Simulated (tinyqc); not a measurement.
Lifetime from the storage time.

Question. In the charge-control model of a long diode dQ/dt = -Ir - Q/tau after the current is switched from If to -Ir, with Q(0) = If tau; the storage time ends at Q = 0. Find tau, the stored charge and the share of it that leaves through the terminals.

forward and reverse current (mA): 2.3  26
storage time = 93.241793 ns

Solution. Integrating gives ts = tau ln(1 + If/Ir). The extracted charge is Ir ts; the rest recombines.

tau = 1.10e3 ns
stored charge = 2.53 nC
share extracted = 95.8 %

Program tinyqc, `OMP_NUM_THREADS=1 python tinyqc.py 2230002 2230003 out.jsonl`; Intel Xeon 2.30GHz, shared host, one thread, about 0.01 s.
